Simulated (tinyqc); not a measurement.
Convergence with the mesh: density of states of one tight-binding band on the triangular lattice.

E(k) = -2 t (cos 2 pi k1 + cos 2 pi k2 + cos 2 pi (k1 + k2)); k in fractions of the reciprocal vectors, mesh k_i = j/N with j = 0 .. N-1. Densities are per cell and per spin, so the band holds one state.

Each cell of the mesh is cut along (i+1, j)-(i, j+1) into two triangles. For corner energies e1 <= e2 <= e3 and eij = ei - ej, the share of the triangle below E is n = (E - e1)^2/(e21 e31) for e1 < E < e2 and n = 1 - (e3 - E)^2/(e31 e32) for e2 < E < e3; its density of states is g = dn/dE.

Gaussian broadening: g(E) = mean over the mesh of exp(-(E - E_k)^2/(2 sigma^2))/(sigma sqrt(2 pi)), n(E) = mean of erfc((E_k - E)/(sigma sqrt 2))/2.

Values chosen for the exercise:
```
symbol  value  unit  meaning
t       0.59   eV    nearest hopping
E       -0.19  eV    energy at which the density is wanted
sigma   0.295  eV    Gaussian width
```

At the energy E; the plain count is the share of mesh points below E; the reference is the linear method with N = 240.

Results:
```
N   points  g linear  n linear  g Gaussian  n Gaussian  n plain count
4       16    0.2256    0.3778      0.0018      0.4374         0.4375
6       36    0.1944    0.3588      0.2731      0.3898         0.3611
8       64    0.1621    0.3630      0.2155      0.3465         0.2969
12     144    0.1742    0.3653      0.1647      0.3737         0.3819
16     256    0.1654    0.3654      0.1681      0.3678         0.3555
24     576    0.1664    0.3656      0.1695      0.3687         0.3663
48    2304    0.1670    0.3657      0.1696      0.3688         0.3676
```

reference n and g: 0.3657  0.1665

The linear n(E) stays within 0.002 of the reference from N = 12 on. The Gaussian g stays within 1 % of its last value from N = 16 on; it tends to the broadened curve, not the true one. At the last mesh it lies +0.003 1/eV from the reference g and the linear g 0.000. The plain count errs by +0.0019 at the last mesh.

Run: tinyqc, `OMP_NUM_THREADS=1 python tinyqc.py 1681437 1681438 out.jsonl`; Intel(R) Xeon(R) Processor @ 2.30GHz, one thread, shared host; about 0.09 s of CPU time with all checks.
